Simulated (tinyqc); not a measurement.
The three schemes as the step is halved: finite-difference solution of the diffusion equation on a small grid. Computed by tinyqc, a small Python program. Command: `OMP_NUM_THREADS=1 python tinyqc.py 3017071 3017072 out.jsonl fdiff walk`. One thread of a shared host (Intel(R) Xeon(R) Processor @ 2.30GHz), about 0.01 s of CPU time with the checks.

dC/dt = D d2C/dx2 on nodes x_j = j dx, j = 0..9; the far end is sealed.

Inputs (values chosen for the exercise):
```
quantity,value,unit
diffusivity D,1.7,nm^2/s
grid spacing dx,20,nm
time step dt,76,s
final time t_f,1520,s
surface value C_s,44,% of a reference
```

Boundary at x = 0: fixed surface value. Scheme: Crank-Nicolson.

start values C_j, j = 0, 1, ... (% of a reference): [0, 0, 0, 0, 0, 0, 0, 0, 0, 0]

Method:
- The operator M acts as (M C)_j = C_(j-1) - 2 C_j + C_(j+1); at the sealed far end a mirror node gives 2 C_(N-2) - 2 C_(N-1); at j = 0, C_0 is held at C_s from the start (row of zeros).
- r = D dt/dx^2.
- The mode of M with eigenvalue mu has its amplitude multiplied per step by g = (1 + (1 - theta) r mu)/(1 - theta r mu), with theta = 0 explicit, 1 implicit, 1/2 Crank-Nicolson; the explicit scheme is stable for r up to 2/|mu_min|.
- With r = D dt/dx^2: (1 - theta r M) C(new) = (1 + (1 - theta) r M) C(old); theta = 0 explicit, 1 implicit, 1/2 Crank-Nicolson.
- Each run reaches t_f in n equal steps; errors are the largest difference from exp(M D t_f/dx^2) C(0). A dash marks unstable explicit runs.

largest stable r of the explicit scheme = 0.503827

Largest error at t_f (%):
```
steps n,r,explicit,implicit,Crank-Nicolson
4,1.6150,-,1.4438,3.4464e-01
8,0.8075,-,0.7163,3.2585e-02
16,0.4037,0.36673,0.3580,8.1990e-03
32,0.2019,0.18256,0.1804,2.0531e-03
64,0.1009,0.09104,0.0905,5.1348e-04
128,0.0505,0.04545,0.0453,1.2838e-04
256,0.0252,0.02271,0.0227,3.2096e-05
```

What does the comparison show, and why?

From the last two rows, halving the step divides the error by 2.00 (explicit), 2.00 (implicit), 4.00 (Crank-Nicolson): a factor 2 marks first order in dt and 4 second order. The explicit scheme needs n of at least 13 to be stable; the other two are stable at any step.

Extremes, crossings and ranges named in words are read from the listed rows.
